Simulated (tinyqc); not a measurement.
Specific resistance of a metal-semiconductor contact and its transmission-line measurement. Changing the contact length d. Computed by tinyqc, a small Python program. Command: `OMP_NUM_THREADS=1 python tinyqc.py 3029669 3029670 out.jsonl contact sweep`. One thread of a shared host (Intel(R) Xeon(R) Processor @ 2.30GHz), about 0.02 s of CPU time with the checks.

The barrier is parabolic (depletion approximation), energies E are normal energies counted from the band edge in the neutral semiconductor (downwards for holes), and the bias is zero. xi is an input, held fixed when other inputs move.

Inputs (values chosen for the exercise, modelled on n-type In0.53Ga0.47As):
```
quantity,value,unit
tunnelling mass m,0.04,m_0
permittivity eps,13.9,-
Richardson constant A*,4.83,A/(cm^2 K^2)
barrier height phi_B,0.24,eV
doping N,2.4e+19,1/cm^3
"Fermi level above the band edge in the bulk, xi",0.5,eV
temperature T,500,K
sheet resistance R_sh,28,ohm
contact width W,0.27,micrometre
```

Image-force lowering: left out.

Constants: hbar = 1.054571817e-34 J s; eps_0 = 8.8541878128e-12 F/m; m_0 = 9.1093837015e-31 kg; k_B = 8.617333262e-05 eV/K; e = 1.602176634e-19 C.

Method:
- E_00 = (e hbar/2) sqrt(N/(eps eps_0 m)); band bending E_b = phi_B + xi; depletion width w = sqrt(2 eps eps_0 E_b/(e^2 N)).
- WKB transmission for E < E_b, with a = E/E_b: D = exp{-(E_b/E_00) [sqrt(1 - a) - a ln((1 + sqrt(1 - a))/sqrt(a))]}; D = 1 above.
- At zero bias 1/rho_c = (e A*/k_B^2) int D(E) f(E) dE, f = 1/(1 + exp((E - xi)/k_B T)); 200 Gauss-Legendre points from 0 to E_b, and k_B T ln(1 + exp((xi - E_b)/k_B T)) for the part above the barrier; the share of tunnelling is the part below.
- Transmission-line model: transfer length L_T = sqrt(rho_c/R_sh); R_c = (R_sh L_T/W) coth(d/L_T). Limits: rho_c/(W d) for d << L_T, sqrt(rho_c R_sh)/W for d >> L_T.
- Transmission-line model: transfer length L_T = sqrt(rho_c/R_sh); R_c = (R_sh L_T/W) coth(d/L_T). Two contacts a gap s apart give R = 2 R_c + R_sh s/W. A straight-line fit gives R_sh from the slope and R_c from the intercept; the simple reading takes L_x = R_c W/R_sh as the transfer length and rho_c = R_sh L_x^2.

One run for each value:
```
contact length d (micrometre),contact resistance R_c (ohm),d/L_T,simple reading over true value
0.0046,1782.4,1.6360e-02,3.7367e+03
0.012,683.6,4.2679e-02,5.4966e+02
0.033,249.6,1.1737e-01,7.3262e+01
0.23,43.3,8.1802e-01,2.2014e+00
0.61,29.9,2.1695e+00,1.0536e+00
1.6,29.2,5.6906e+00,1.0000e+00
4.3,29.2,1.5293e+01,1.0000e+00
12,29.2,4.2679e+01,1.0000e+00
```

Give the missing row, contact length d (micrometre) = 0.086.

Computed row:
```
contact length d (micrometre)  contact resistance R_c (ohm)       d/L_T  simple reading over true value
0.086                                                  98.3  3.0587e-01                      1.1362e+01
```

Interpolating between the two neighbouring rows (the first column on a logarithmic scale, the others too where they are positive) misses most in simple reading over true value, by 14 %. Over the rows, contact resistance R_c (ohm) falls from 1780 to 29.2, flat over part of the range; d/L_T rises from 0.0164 to 42.7 (exponent d ln y / d ln x about 1.00 throughout); simple reading over true value falls from 3740 to 1.00, flat over part of the range. At the low end the exponent of contact resistance R_c is -1.00, close to -1: a short contact. At the high end the exponent of contact resistance R_c is 0.00, close to 0: a long contact.
